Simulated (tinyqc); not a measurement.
Comparisons within one model: defect-molecule model of a vacancy with Jahn-Teller distortion. A value that a table varies takes the place of the one given here.

Four dangling hybrids a, b, c, d point into the vacancy: H_ii = E0, and -gm between any two. A tetragonal distortion Q pairs a with b and c with d: those two couplings become -gm - I Q and the other four -gm + I Q/2, at an elastic cost k Q^2/2. The a1 level holds two electrons; charge states 2+, + and 0 put n = 0, 1, 2 more into the lowest level of t2 origin. Energy from the 2+ state at Q = 0, with the Fermi level mu counted from Ev: W_n(Q) = n (et - 2 I Q) + k Q^2/2 + Uc n (n - 1)/2 - n mu. et = E0 + gm is the undistorted t2 level.

Constants: kB = 8.617333262e-05 eV/K.

Parameters, chosen for this exercise (of the size used for the vacancy in silicon; not measured data):
- E0 = -0.09 eV (level of a dangling hybrid, from Ev)
- gm = 0.41 eV (coupling between two dangling hybrids)
- I = 1.17 eV/angstrom (Jahn-Teller coupling)
- k = 14.9 eV/angstrom^2 (force constant of the mode)
- Uc = 0.28 eV (repulsion of two electrons in one orbital)
- T = 300 K (temperature)
- mu1 = -0.03 eV (first Fermi level)

## Occupation against the Fermi level

Weights g_n exp(-W_n/kT) with W_n = n et - n^2 E_JT + Uc n (n - 1)/2 - n mu, E_JT = 2 I^2/k, degeneracies 1, 6 (spin and three axes) and 3; mu = mu1 + 0.03 j eV.

Shares:
```
mu (eV),2+,+,0,mean charge
-0.03,0.9902,0.0096,0.0002,1.9900
0.00,0.9679,0.0299,0.0023,1.9656
0.03,0.8911,0.0877,0.0212,1.8698
0.06,0.6424,0.2018,0.1558,1.4866
0.09,0.2236,0.2241,0.5523,0.6713
0.12,0.0341,0.1090,0.8570,0.1771
0.15,0.0037,0.0382,0.9581,0.0457
0.18,0.0004,0.0123,0.9873,0.0131
0.21,0.0000,0.0039,0.9961,0.0040
```

U_eff = Uc - 2 E_JT = -0.087 eV and kT = 25.9 meV. The + state reaches at most 22.4 % on these rows, at mu = 0.09 eV. The mean charge goes from 1.99 to 0.00. Rows with mu < 0 lie in the valence band and are formal.

## When U turns negative

The force constant is varied. E_JT = 2 I^2/k, E(2+/+) = et - E_JT, E(+/0) = et - 3 E_JT + Uc, U_eff = Uc - 2 E_JT.

Against k:
```
k (eV/angstrom^2),E_JT (eV),(2+/+) (eV),(+/0) (eV),U_eff (eV),Q of the neutral state (angstrom)
8,0.3422,-0.0222,-0.4267,-0.4044,0.5850
12,0.2281,0.0919,-0.0844,-0.1763,0.3900
16,0.1711,0.1489,0.0867,-0.0622,0.2925
24,0.1141,0.2059,0.2578,0.0519,0.1950
32,0.0856,0.2344,0.3433,0.1089,0.1462
48,0.0570,0.2630,0.4289,0.1659,0.0975
64,0.0428,0.2772,0.4717,0.1944,0.0731
96,0.0285,0.2915,0.5144,0.2230,0.0488
```

k at which U_eff = 0 = 19.56 eV/angstrom^2

Levels below 0 lie in the valence band. U_eff is negative for k below 4 I^2/Uc = 19.6: 3 of the 8 rows. The gain grows as n^2, so the second electron wins 3 E_JT where the first wins E_JT. For a stiff lattice the levels tend to et = 0.320 and et + Uc = 0.600 eV. Distortions above about 0.5 angstrom (1 of the rows) are beyond a linear coupling.

## What each parameter does

E_JT = 2 I^2/k, E(2+/+) = et - E_JT, E(+/0) = et - 3 E_JT + Uc, U_eff = E(+/0) - E(2+/+); a1 level E0 - 3 gm. Each row changes one parameter from the base and keeps the others.

Results:
```
case,(2+/+) (eV),(+/0) (eV),U_eff (eV),a1 (eV)
base,0.1363,0.0488,-0.0875,-1.3200
E0 = -0.04 eV,0.1863,0.0988,-0.0875,-1.2700
gm = 0.45 eV,0.1763,0.0888,-0.0875,-1.4400
I = 1.287 eV/angstrom,0.0977,-0.0670,-0.1647,-1.3200
k = 16.39 eV/angstrom^2,0.1530,0.0989,-0.0541,-1.3200
Uc = 0.34 eV,0.1363,0.1088,-0.0275,-1.3200
```

The largest shifts from the base row, up to three for each result and ties (the steps differ in size, so this ranks the rows, not the parameters). (2+/+) (eV): E0 +0.0500, gm +0.0400, I -0.0386; unchanged at the printed digits by Uc. (+/0) (eV): I -0.1158, Uc +0.0600, k +0.0501. U_eff (eV): I -0.0772, Uc +0.0600, k +0.0334; unchanged at the printed digits by E0 and gm. a1 (eV): gm -0.1200, E0 +0.0500; unchanged at the printed digits by I, k and Uc. E0 and gm move both levels alike, so U_eff depends on I, k and Uc alone.

Computed by tinyqc, a small Python program: `OMP_NUM_THREADS=1 python tinyqc.py 1481498 1481499 out.jsonl` (the numbers bound the seed that draws the inputs); one thread of a shared host (Intel(R) Xeon(R) Processor @ 2.30GHz), about 0.01 s for the whole set of steps.
